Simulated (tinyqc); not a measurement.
Inside a calculation. Model: trench capacitor in an array: capacitance, non-linearity, leakage and relaxation.

tinyqc, about 0.01 s, one thread, Intel Xeon 2.30GHz (shared host): `OMP_NUM_THREADS=1 python tinyqc.py 2102107 2102108 out.jsonl` Printed values are rounded.

A film between two metal electrodes, each interface adding a series capacitance ci. The small-signal permittivity is ek (1 + aq E^2); the field is found with the linear permittivity. Leakage J = J0 sinh(E/Ef). After a voltage step the film passes a relaxation current kr C V tt^(-nr), tt being the time in seconds. The sidewall is a coaxial capacitor with radii a = dm/2 - t and b = dm/2, depth AR dm; the end face is left out.

Values chosen for this exercise; permittivity of the order of that of silicon nitride:
- ek = 7.63 (relative permittivity of the film)
- t = 13 nm (film thickness)
- ci = 240 uF/cm^2 (capacitance of each electrode interface (dead layer and screening))
- aq = 0.00099 cm^2/MV^2 (quadratic field coefficient of the permittivity)
- V = 1.8 V (bias)
- J0 = 3.4e-10 A/cm^2 (leakage prefactor)
- Ef = 0.46 MV/cm (field for an e-fold rise of the leakage)
- dm = 71 nm (diameter of the hole)
- AR = 50 (aspect ratio, depth over diameter)
- pt = 140 nm (pitch of the square array)
- rho = 240 uohm cm (resistivity of the inner electrode)

Constants: eps0 = 8.8541878128e-14 F/cm where lengths are in cm. Results are converted to the units shown.

## Planar capacitance, field and non-linearity

Planar film: Cf = eps0 ek/t, 1/C = 1/Cf + 2/ci, EOT = 3.9 eps0/C, effective permittivity C t/eps0, E = (V/t) C/Cf; quadratic coefficient [C(V)/C - 1]/V^2 with Cf (1 + aq E^2) in C(V).

Cf = 0.519673 uF/cm^2
C = 0.517432 uF/cm^2
EOT = 6.67360 nm
effective permittivity = 7.59710
E = 1.37865 MV/cm
quadratic coefficient = 578.249 ppm/V^2
J = 3.39601e-9 A/cm^2

The interfaces take 0.431 % of the voltage.

## Cell capacitance, fields and time constant

Per length 1/c = ln(b/a)/(2 pi eps0 ek) + (1/a + 1/b)/(2 pi ci); cell capacitance c AR dm; per footprint over pt^2; fields c V/(2 pi eps0 ek r) at r = a and b; resistance of the inner electrode rho AR dm/(pi a^2); time constant R C/3 of the distributed line.

a = 22.5 nm
b = 35.5 nm
cell capacitance = 3.28971 fF
capacitance per footprint = 16.7842 uF/cm^2
field at a = 1.74649 MV/cm
field at b = 1.10693 MV/cm
R = 5.35704 kohm
R C/3 = 5.87437 ps

The array gives 32.4 times the planar capacitance per footprint; curvature makes the field at the inner electrode 1.27 times the planar value.
